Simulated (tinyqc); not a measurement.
# A and C from the efficiency peak

Inverse problem. ABC model of an LED: J = q da (A n + Ba n^2 + Ca n^3), IQE = Ba n^2/(A n + Ba n^2 + Ca n^3), differential lifetime 1/(A + 2 Ba n + 3 Ca n^2). The peak lies at n = sqrt(A/Ca). Given Ba, find n at the peak, A and Ca.

Parameters, values chosen for the exercise: radiative coefficient of the active layer Ba = 2.9e-11 cm^3/s; thickness of the active layer da = 3.2 nm.

Constants: q = 1.602176634e-19 C. Results are converted to the units shown.

peak IQE = 41.817786 %
J at the peak = 1.0570324 A/cm^2

Answer. IQE J = q da Ba n^2 gives n. At the peak A n = Ca n^3, each being half of the non-radiative rate Ba n^2 (1/IQE - 1).

n at the peak = 5.452e17 cm^-3
A = 1.100e7 1/s
Ca = 3.700e-29 cm^6/s

Computed by the program tinyqc: `OMP_NUM_THREADS=1 python tinyqc.py 2300119 2300120 out.jsonl`, one thread of a shared Intel Xeon 2.30GHz, about 0.01 s for the whole run.
